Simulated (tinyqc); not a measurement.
Worked calculation (part 3 of 3): UHF in the 6-31g basis, for H4+, spin multiplicity 2. Computed by tinyqc, a small Python program that keeps every step (integrals from PySCF). Command: `OMP_NUM_THREADS=1 python tinyqc.py 20504 20505 out.jsonl` (the two numbers bound the seeds that draw the settings). One thread of a shared host (Intel(R) Xeon(R) Processor @ 2.60GHz), about 0.1 s of CPU time with the checks.

Geometry (angstrom):
```
atom,x,y,z
H,0.00000,0.00000,0.00000
H,0.00000,0.00000,1.13200
H,0.00000,1.47200,0.00000
H,0.00000,1.47200,1.13200
```

## Iteration 5 (converged): orbitals

converged F(alpha) (hartree):
```
,1H 1s,1H 2s,2H 1s,2H 2s,3H 1s,3H 2s,4H 1s,4H 2s
1H 1s,-0.36994,-0.70135,-0.45919,-0.55081,-0.13020,-0.31071,-0.05608,-0.23107
1H 2s,-0.70135,-0.70660,-0.55081,-0.64910,-0.31071,-0.46999,-0.23107,-0.41615
2H 1s,-0.45919,-0.55081,-0.36994,-0.70135,-0.05608,-0.23107,-0.13020,-0.31071
2H 2s,-0.55081,-0.64910,-0.70135,-0.70660,-0.23107,-0.41615,-0.31071,-0.46999
3H 1s,-0.13020,-0.31071,-0.05608,-0.23107,-0.36994,-0.70135,-0.45919,-0.55081
3H 2s,-0.31071,-0.46999,-0.23107,-0.41615,-0.70135,-0.70660,-0.55081,-0.64910
4H 1s,-0.05608,-0.23107,-0.13020,-0.31071,-0.45919,-0.55081,-0.36994,-0.70135
4H 2s,-0.23107,-0.41615,-0.31071,-0.46999,-0.55081,-0.64910,-0.70135,-0.70660
```

converged F(beta) (hartree):
```
,1H 1s,1H 2s,2H 1s,2H 2s,3H 1s,3H 2s,4H 1s,4H 2s
1H 1s,-0.14084,-0.54352,-0.32618,-0.42227,-0.19600,-0.33504,-0.11514,-0.25965
1H 2s,-0.54352,-0.57879,-0.42227,-0.53260,-0.33504,-0.47241,-0.25965,-0.42207
2H 1s,-0.32618,-0.42227,-0.14084,-0.54352,-0.11514,-0.25965,-0.19600,-0.33504
2H 2s,-0.42227,-0.53260,-0.54352,-0.57879,-0.25965,-0.42207,-0.33504,-0.47241
3H 1s,-0.19600,-0.33504,-0.11514,-0.25965,-0.14084,-0.54352,-0.32618,-0.42227
3H 2s,-0.33504,-0.47241,-0.25965,-0.42207,-0.54352,-0.57879,-0.42227,-0.53260
4H 1s,-0.11514,-0.25965,-0.19600,-0.33504,-0.32618,-0.42227,-0.14084,-0.54352
4H 2s,-0.25965,-0.42207,-0.33504,-0.47241,-0.42227,-0.53260,-0.54352,-0.57879
```

X:
```
,1,2,3,4,5,6,7,8
1H 1s,-0.44449,-0.56349,-0.58791,0.68582,0.52952,0.40032,0.30970,0.14255
1H 2s,1.60151,0.90209,0.74967,-0.42966,0.14697,0.25006,0.24288,0.22754
2H 1s,0.44449,0.56349,-0.58791,0.68582,-0.52952,-0.40032,0.30970,0.14255
2H 2s,-1.60151,-0.90209,0.74967,-0.42966,-0.14697,-0.25006,0.24288,0.22754
3H 1s,0.44449,-0.56349,0.58791,0.68582,-0.52952,0.40032,-0.30970,0.14255
3H 2s,-1.60151,0.90209,-0.74967,-0.42966,-0.14697,0.25006,-0.24288,0.22754
4H 1s,-0.44449,0.56349,0.58791,0.68582,0.52952,-0.40032,-0.30970,0.14255
4H 2s,1.60151,-0.90209,-0.74967,-0.42966,0.14697,-0.25006,-0.24288,0.22754
```

Diagonalise F' = X^T F X, C = X C', fill 2 alpha and 1 beta electrons from the bottom; D(s) = C_occ C_occ^T. Each column has its largest component positive (the first on a tie).

F' = X^T F X (alpha) (hartree):
```
,1,2,3,4,5,6,7,8
1,0.49532,0.00000,0.00000,0.00000,-0.37925,0.00000,0.00000,0.00000
2,0.00000,0.59285,0.00000,0.00000,0.00000,-0.31687,0.00000,0.00000
3,0.00000,0.00000,0.56041,0.00000,0.00000,0.00000,-0.12777,0.00000
4,0.00000,0.00000,0.00000,0.66314,0.00000,0.00000,0.00000,-0.20068
5,-0.37925,0.00000,0.00000,0.00000,0.13878,0.00000,0.00000,0.00000
6,0.00000,-0.31687,0.00000,0.00000,0.00000,-0.20248,0.00000,0.00000
7,0.00000,0.00000,-0.12777,0.00000,0.00000,0.00000,-0.78492,0.00000
8,0.00000,0.00000,0.00000,-0.20068,0.00000,0.00000,0.00000,-1.01237
```

orbital energies (alpha) (hartree): MO1 -1.03607, MO2 -0.79695, MO3 -0.31328, MO4 -0.10201, MO5 0.57244, MO6 0.68684, MO7 0.70365, MO8 0.73610

coefficients C (alpha):
```
,MO1,MO2,MO3,MO4,MO5,MO6,MO7,MO8
1H 1s,0.22201,0.25324,0.19188,0.20878,-0.61435,0.66437,-0.66404,-0.65907
1H 2s,0.17558,0.31207,0.53381,0.98248,0.72361,-0.45338,0.76898,1.27325
2H 1s,0.22201,0.25324,-0.19188,-0.20878,-0.61435,0.66437,0.66404,0.65907
2H 2s,0.17558,0.31207,-0.53381,-0.98248,0.72361,-0.45338,-0.76898,-1.27325
3H 1s,0.22201,-0.25324,0.19188,-0.20878,0.61435,0.66437,-0.66404,0.65907
3H 2s,0.17558,-0.31207,0.53381,-0.98248,-0.72361,-0.45338,0.76898,-1.27325
4H 1s,0.22201,-0.25324,-0.19188,0.20878,0.61435,0.66437,0.66404,-0.65907
4H 2s,0.17558,-0.31207,-0.53381,0.98248,-0.72361,-0.45338,-0.76898,1.27325
```

F' = X^T F X (beta) (hartree):
```
,1,2,3,4,5,6,7,8
1,0.51410,0.00000,0.00000,0.00000,-0.39027,0.00000,0.00000,0.00000
2,0.00000,0.61807,0.00000,0.00000,0.00000,-0.35458,0.00000,0.00000
3,0.00000,0.00000,0.60537,0.00000,0.00000,0.00000,-0.17713,0.00000
4,0.00000,0.00000,0.00000,0.73338,0.00000,0.00000,0.00000,-0.11163
5,-0.39027,0.00000,0.00000,0.00000,0.27037,0.00000,0.00000,0.00000
6,0.00000,-0.35458,0.00000,0.00000,0.00000,-0.11464,0.00000,0.00000
7,0.00000,0.00000,-0.17713,0.00000,0.00000,0.00000,-0.33431,0.00000
8,0.00000,0.00000,0.00000,-0.11163,0.00000,0.00000,0.00000,-0.88363
```

orbital energies (beta) (hartree): MO1 -0.89130, MO2 -0.36659, MO3 -0.25813, MO4 -0.01662, MO5 0.63765, MO6 0.74106, MO7 0.76157, MO8 0.80109

coefficients C (beta):
```
,MO1,MO2,MO3,MO4,MO5,MO6,MO7,MO8
1H 1s,0.18923,0.19928,0.15970,0.16327,-0.63391,0.67443,-0.67251,-0.67179
1H 2s,0.19756,0.37335,0.57020,1.06717,0.69397,-0.44425,0.74241,1.20316
2H 1s,0.18923,0.19928,-0.15970,-0.16327,-0.63391,0.67443,0.67251,0.67179
2H 2s,0.19756,0.37335,-0.57020,-1.06717,0.69397,-0.44425,-0.74241,-1.20316
3H 1s,0.18923,-0.19928,0.15970,-0.16327,0.63391,0.67443,-0.67251,0.67179
3H 2s,0.19756,-0.37335,0.57020,-1.06717,-0.69397,-0.44425,0.74241,-1.20316
4H 1s,0.18923,-0.19928,-0.15970,0.16327,0.63391,0.67443,0.67251,-0.67179
4H 2s,0.19756,-0.37335,-0.57020,1.06717,-0.69397,-0.44425,-0.74241,1.20316
```

D(alpha) after iteration 5:
```
,1H 1s,1H 2s,2H 1s,2H 2s,3H 1s,3H 2s,4H 1s,4H 2s
1H 1s,0.11342,0.11801,0.11342,0.11801,-0.01484,-0.04005,-0.01484,-0.04005
1H 2s,0.11801,0.12821,0.11801,0.12821,-0.04005,-0.06656,-0.04005,-0.06656
2H 1s,0.11342,0.11801,0.11342,0.11801,-0.01484,-0.04005,-0.01484,-0.04005
2H 2s,0.11801,0.12821,0.11801,0.12821,-0.04005,-0.06656,-0.04005,-0.06656
3H 1s,-0.01484,-0.04005,-0.01484,-0.04005,0.11342,0.11801,0.11342,0.11801
3H 2s,-0.04005,-0.06656,-0.04005,-0.06656,0.11801,0.12821,0.11801,0.12821
4H 1s,-0.01484,-0.04005,-0.01484,-0.04005,0.11342,0.11801,0.11342,0.11801
4H 2s,-0.04005,-0.06656,-0.04005,-0.06656,0.11801,0.12821,0.11801,0.12821
```

D(beta) after iteration 5:
```
,1H 1s,1H 2s,2H 1s,2H 2s,3H 1s,3H 2s,4H 1s,4H 2s
1H 1s,0.03581,0.03738,0.03581,0.03738,0.03581,0.03738,0.03581,0.03738
1H 2s,0.03738,0.03903,0.03738,0.03903,0.03738,0.03903,0.03738,0.03903
2H 1s,0.03581,0.03738,0.03581,0.03738,0.03581,0.03738,0.03581,0.03738
2H 2s,0.03738,0.03903,0.03738,0.03903,0.03738,0.03903,0.03738,0.03903
3H 1s,0.03581,0.03738,0.03581,0.03738,0.03581,0.03738,0.03581,0.03738
3H 2s,0.03738,0.03903,0.03738,0.03903,0.03738,0.03903,0.03738,0.03903
4H 1s,0.03581,0.03738,0.03581,0.03738,0.03581,0.03738,0.03581,0.03738
4H 2s,0.03738,0.03903,0.03738,0.03903,0.03738,0.03903,0.03738,0.03903
```

## Convergence

Stop when the energy changes by less than 1e-08 hartree and every element of the error matrix X^T (F D S - S D F) X (for each spin) is below 3e-05.

Course of the cycle:
```
iteration,E (hartree),change,largest element of the error matrix
1,-1.6437463,-,1.43e-01
2,-1.6754995,-3.18e-02,2.44e-02
3,-1.6764571,-9.58e-04,1.42e-03
4,-1.6764613,-4.23e-06,7.15e-05
5,-1.6764613,-3.72e-09,4.67e-06
```

PySCF UHF in the same basis, after a stability check = -1.6764613 hartree

Converged in 5 iterations.

## Populations, bond orders and dipole

overlap S:
```
,1H 1s,1H 2s,2H 1s,2H 2s,3H 1s,3H 2s,4H 1s,4H 2s
1H 1s,1.00000,0.65829,0.17783,0.36083,0.06035,0.23832,0.01329,0.13087
1H 2s,0.65829,1.00000,0.36083,0.69142,0.23832,0.53582,0.13087,0.37048
2H 1s,0.17783,0.36083,1.00000,0.65829,0.01329,0.13087,0.06035,0.23832
2H 2s,0.36083,0.69142,0.65829,1.00000,0.13087,0.37048,0.23832,0.53582
3H 1s,0.06035,0.23832,0.01329,0.13087,1.00000,0.65829,0.17783,0.36083
3H 2s,0.23832,0.53582,0.13087,0.37048,0.65829,1.00000,0.36083,0.69142
4H 1s,0.01329,0.13087,0.06035,0.23832,0.17783,0.36083,1.00000,0.65829
4H 2s,0.13087,0.37048,0.23832,0.53582,0.36083,0.69142,0.65829,1.00000
```

Mulliken: Z minus the diagonal of D S on the atom; Loewdin: the same with S^(1/2) D S^(1/2); Mayer order: 2 sum_s sum (D(s) S)_ij (D(s) S)_ji over the two atoms.

Charges (e):
```
atom,Mulliken,Loewdin,Mulliken spin
1H,0.25000,0.25000,0.25000
2H,0.25000,0.25000,0.25000
3H,0.25000,0.25000,0.25000
4H,0.25000,0.25000,0.25000
```

Mayer bond orders:
```
pair,order
2-1,0.64040
3-1,0.10960
3-2,0.10960
4-1,0.10960
4-2,0.10960
4-3,0.64040
```

dipole moment about the origin, x y z (debye): 0.00000  3.53516  2.71861

<S^2> of the determinant (pure state: 0.75) = 0.75239
